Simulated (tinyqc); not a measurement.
# Resistance of a source-drain extension with a graded tip: two studies

y runs along the channel, the gate covers y > 0. The doping is N0 for y < y0 and N0 10^(-(y - y0)/la) beyond, uniform over the depth xj. Sheet conductance s(y) = q mu(N) max(N - Nch, 0) xj + (for y > 0) ma Cox Vo, with mu(N) = u0 + (u1 - u0)/(1 + (N/Nr)^au) and Cox = eps0 eox/tox. Current is taken as one-dimensional; depletion of the tip, spreading and the contact are left out. The metallurgical junction lies at yj, where N = Nch.

Values chosen for this exercise; mobility law close to that of electrons in silicon: relative permittivity of the gate insulator (close to silicon dioxide) eox = 3.9; insulator thickness tox = 3.5 nm; active doping of the extension far from the gate N0 = 1.4e20 cm^-3; lateral abruptness la = 1.5 nm/decade; depth of the extension xj = 22 nm; channel doping Nch = 2.2e18 cm^-3; spacer length Ls = 25 nm; gate overdrive Vo = 0.53 V; mobility of the gate-induced layer ma = 110 cm^2/(V s); mobility at low doping u1 = 1414 cm^2/(V s); mobility at high doping u0 = 68.5 cm^2/(V s); reference doping Nr = 9.2e16 cm^-3; exponent au = 0.711; gate length Lg = 50 nm.

Constants: q = 1.602176634e-19 C, eps0 = 8.8541878128e-14 F/cm where lengths are in cm. Results are converted to the units shown.

Each table varies one quantity; the others keep the values above.

## Abruptness at a fixed junction position

R_spacer = integral of dy/s from -Ls to 0, R_ov from 0 to yj, R_channel = (Lg - 2 yj)/(ma Cox Vo), R_total = 2 R_spacer + 2 R_ov + R_channel. Electrical length L_eff = ma Cox dR_total/d(1/Vo); R_series = R_total - L_eff/(ma Cox Vo). y0 is moved with la so that yj stays at 7.1056 nm.

The same in every row: yj (nm) = 7.106; R_channel (ohm um) = 622.2.

Abruptness at a fixed junction position:

| la (nm/decade) | R_spacer (ohm um) | R_ov (ohm um) | R_total (ohm um) | L_eff (nm) | R_series (ohm um) |
|---|---|---|---|---|---|
| 1 | 6.789 | 6.979 | 649.7 | 36.05 | 23.00 |
| 2.3 | 6.789 | 13.58 | 663.0 | 36.38 | 30.39 |
| 3.6 | 6.789 | 20.19 | 676.2 | 36.72 | 37.77 |
| 4.9 | 7.026 | 26.56 | 689.4 | 37.05 | 45.20 |
| 6.1 | 8.001 | 31.74 | 701.7 | 37.36 | 52.24 |
| 7.4 | 9.859 | 36.64 | 715.2 | 37.67 | 60.21 |
| 8.7 | 12.45 | 40.93 | 728.9 | 37.98 | 68.63 |
| 10 | 15.66 | 44.72 | 743.0 | 38.27 | 77.54 |

As la goes from 1 to 10 nm/decade, R_total rises from 650 to 743 ohm um, R_spacer rises from 6.79 to 15.7 ohm um and R_ov rises from 6.98 to 44.7 ohm um. R_total changes on average by 10.4 ohm um for each nm/decade. L_eff exceeds the metallurgical length by 0.261 nm in the first row and 2.49 nm in the last, since the gate also controls the lightly doped tips.

## Effect of the position under the gate where the fall begins

Same model as above.

Results:

| y0 (nm) | yj (nm) | R_spacer (ohm um) | R_ov (ohm um) | R_channel (ohm um) | R_total (ohm um) | L_eff (nm) | R_series (ohm um) |
|---|---|---|---|---|---|---|---|
| -2 | 0.7056 | 9.385 | 5.593 | 844.7 | 874.7 | 48.94 | 23.88 |
| 0 | 2.706 | 6.789 | 8.342 | 775.2 | 805.5 | 44.98 | 23.53 |
| 2 | 4.706 | 6.789 | 8.877 | 705.7 | 737.0 | 40.98 | 24.58 |
| 6 | 8.706 | 6.789 | 9.947 | 566.6 | 600.0 | 32.98 | 26.69 |
| 8 | 10.71 | 6.789 | 10.48 | 497.0 | 531.6 | 28.98 | 27.74 |

Estimate the missing row, y0 = 4 nm.

Computed row:

| y0 (nm) | yj (nm) | R_spacer (ohm um) | R_ov (ohm um) | R_channel (ohm um) | R_total (ohm um) | L_eff (nm) | R_series (ohm um) |
|---|---|---|---|---|---|---|---|
| 4 | 6.706 | 6.789 | 9.412 | 636.1 | 668.5 | 36.98 | 25.63 |

With this row back in the table: As y0 goes from -2 to 8, R_total falls from 875 to 532 ohm um, L_eff falls from 48.9 to 29.0 nm and R_series goes from 23.9 through a minimum of 23.5 (at y0 = 0 among the rows listed) to 27.7 ohm um. More overlap also shortens the channel and adds capacitance, effects on threshold and speed that are left out.

Numbers from tinyqc (`OMP_NUM_THREADS=1 python tinyqc.py 2282070 2282071 out.jsonl`; about 0.05 s on one thread of a shared Intel Xeon 2.30GHz).
